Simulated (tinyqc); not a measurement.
## Surface Green function of a two-leg ladder, Sancho-Rubio decimation: densities of states against energy

A semi-infinite lead of cells 0, 1, 2, ... with H0 inside a cell and H1 = <cell i|H|cell i + 1>. One rung (site 1 on leg a, site 2 on leg b) is a cell; all hoppings enter with a minus sign. z = E + i eta.

Start with e_s = e = H0, a = H1, b = H1^dagger. Each round: g = (z - e)^(-1); e_s <- e_s + a g b; e <- e + a g b + b g a; a <- a g a; b <- b g b (all with the old a, b). Round k joins cells 2^k apart. Stop when the largest entry of the matrices a and b is below 1e-12 eV; g_s = (z - e_s)^(-1), bulk (z - e)^(-1), density of states -Im Tr/pi. Here eta = 0.01 eV. Open modes are the crossings of E with the bands of H0 + H1 exp(ik) + H1^dagger exp(-ik) for 0 < k < pi.

H0 (eV):
```
       1      2
1      0  -0.79
2  -0.79   0.51
```

H1 (eV):
```
      1      2
1  -2.7      0
2     0  -2.42
```

Densities of states against energy:
```
E (eV)  open modes  rounds  surface (1/eV)  bulk (1/eV)
-6.4             0       6       3.8662e-4    0.0012720
-5.2             1      13        0.056730      0.12882
-4               1      14        0.092460     0.099035
-2.81            2      14         0.18962      0.16911
-1.61            2      14         0.22651      0.13781
-0.41            2      14         0.24311      0.12776
0.79             2      14         0.24440      0.12706
1.99             2      14         0.23073      0.13505
3.19             2      14         0.19859      0.15938
4.39             2      14         0.12821      0.30998
5.58             1      13        0.057709      0.13450
6.78             0       6       3.9408e-4    0.0012226
```

Read the table: what changes, and by how much?

The bands of the infinite lead run over -5.82 to 4.58, -3.91 to 6.17 eV. The rounds lie between 6 and 14, 6.0 on average outside the bands and 13.8 inside. The surface density of states is largest at E = 0.79 eV among the rows (0.244 1/eV, bulk 0.127).

Program tinyqc, `OMP_NUM_THREADS=1 python tinyqc.py 2680010 2680011 out.jsonl`; Intel Xeon 2.30GHz, shared host, one thread, about 0.07 s.
